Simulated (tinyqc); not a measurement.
# Reverse leakage of an n+-p junction: diffusion, generation, trap-assisted and band-to-band tunnelling: leakage components against the temperature

One-sided abrupt junction in the depletion approximation, x from the junction (0) to W on the p side, field F = F0 (1 - x/W). Flat quasi-Fermi levels, long p side. Traps generate through SRH with both lifetimes shortened by 1 + Gamma (Hurkx enhancement, form for moderate fields); band-to-band generation is local and needs a total bending above Eg.

Nc and Nv are given at 300 K and scale as (T/300 K)^1.5; all else is held fixed. ni = sqrt(Nc Nv) exp(-Eg/(2 Vt)), Eg in volts; Vbi = Vt ln(Na Nd/ni^2); W = sqrt(2 eps0 eps_r (Vbi + VR)/(q Na)); F0 = 2 (Vbi + VR)/W; FG = sqrt(24 mt m0 (kB T)^3)/(q hbar); J_diff = q ni^2 sqrt(Dn/tau)(1 - exp(-VR/Vt))/Na. u = (Vbi + VR)(1 - x/W)^2, p = Na exp(-u/Vt), n = Nd exp((u - Vbi - VR)/Vt); G0 = ni^2 (1 - exp(-VR/Vt))/(tau (n + p + 2 ni cosh(Et/Vt))); Gamma = 2 sqrt(3 pi)(F/FG) exp((F/FG)^2); trap-assisted part G0 Gamma; G_bb = Ab F^2.5 exp(-Bb/F) with F in V/cm, zero unless Vbi + VR > Eg. Currents are q times the integrals over 0 to W; J_bb under 1e-8 of J is printed as 0; rows with F0/FG above 2.2, beyond the range of this Gamma, are left out.

Values chosen for this exercise; band and dielectric values close to those of silicon: band gap Eg = 1.12 eV; relative permittivity eps_r = 11.8; conduction-band density of states at the reference temperature Nc = 2.78e19 cm^-3; valence-band density of states at the reference temperature Nv = 2.67e19 cm^-3; acceptor density of the lighter side Na = 7.5e16 cm^-3; donor density of the heavier side Nd = 1e20 cm^-3; SRH lifetime of both carriers at zero field tau = 2e-9 s; trap level above the intrinsic level Et = -0.03 eV; tunnelling mass mt = 0.25 m0; electron diffusion coefficient on the lighter side Dn = 6.9 cm^2/s; band-to-band prefactor Ab = 3.8e14 cm^-0.5 V^-2.5 s^-1; band-to-band field constant Bb = 1.83e7 V/cm; reverse bias VR = 1 V.

Constants: q = 1.602176634e-19 C, kB = 1.380649e-23 J/K, hbar = 1.054571817e-34 J s, m0 = 9.1093837015e-31 kg, Vt = kB T/q, eps0 = 8.8541878128e-14 F/cm where lengths are in cm. Results are converted to the units shown.

The same in every row: J_bb (A/cm^2) = 0.

Result of one run:
```
T (K)  F0 (kV/cm)  F0/FG  J_diff (A/cm^2)  J_SRH (A/cm^2)  J_TAT (A/cm^2)  J (A/cm^2)              largest part
340           213  0.479          3.39e-9         3.32e-5         6.84e-5     1.02e-4  trap-assisted tunnelling
```

What becomes of these results when the temperature T is changed from 340 to 430 K, all else the same?

Result of the changed run:
```
T (K)  F0 (kV/cm)  F0/FG  J_diff (A/cm^2)  J_SRH (A/cm^2)  J_TAT (A/cm^2)  J (A/cm^2)              largest part
430           210  0.331          2.05e-5         0.00319         0.00415     0.00736  trap-assisted tunnelling
```

The whole series:
```
T (K)  F0 (kV/cm)  F0/FG  J_diff (A/cm^2)  J_SRH (A/cm^2)  J_TAT (A/cm^2)  J (A/cm^2)              largest part
220           217  0.938         8.09e-19        3.00e-10         1.72e-9     2.02e-9  trap-assisted tunnelling
250           216  0.771         1.42e-15         1.51e-8         6.13e-8     7.65e-8  trap-assisted tunnelling
280           215  0.647         5.25e-13         3.35e-7         1.04e-6     1.38e-6  trap-assisted tunnelling
310           214  0.553         6.36e-11         4.14e-6         1.03e-5     1.44e-5  trap-assisted tunnelling
340           213  0.479          3.39e-9         3.32e-5         6.84e-5     1.02e-4  trap-assisted tunnelling
370           212  0.420          9.70e-8         1.92e-4         3.35e-4     5.28e-4  trap-assisted tunnelling
400           211  0.371          1.71e-6         8.65e-4         0.00130     0.00216  trap-assisted tunnelling
430           210  0.331          2.05e-5         0.00319         0.00415     0.00736  trap-assisted tunnelling
```

J rises from 2.02e-9 to 0.00736 A/cm^2. Trap-assisted tunnelling leads at T = 220 and in all other rows. Activation energies over the table: 1.20 eV for diffusion (Eg = 1.12 eV, raised by the T^3 of ni^2), 0.628 eV for SRH generation (Eg/2 + |Et| = 0.590 eV), 0.571 eV for the trap-assisted part, lower since Gamma grows on cooling; the total shows 0.574 eV at the cold end and 0.605 eV at the hot end.

Range of the model: The n+ side is degenerate, so Vbi from Boltzmann statistics is only a guide.

tinyqc, about 0.01 s, one thread, Intel Xeon 2.30GHz (shared host): `OMP_NUM_THREADS=1 python tinyqc.py 2290082 2290083 out.jsonl`
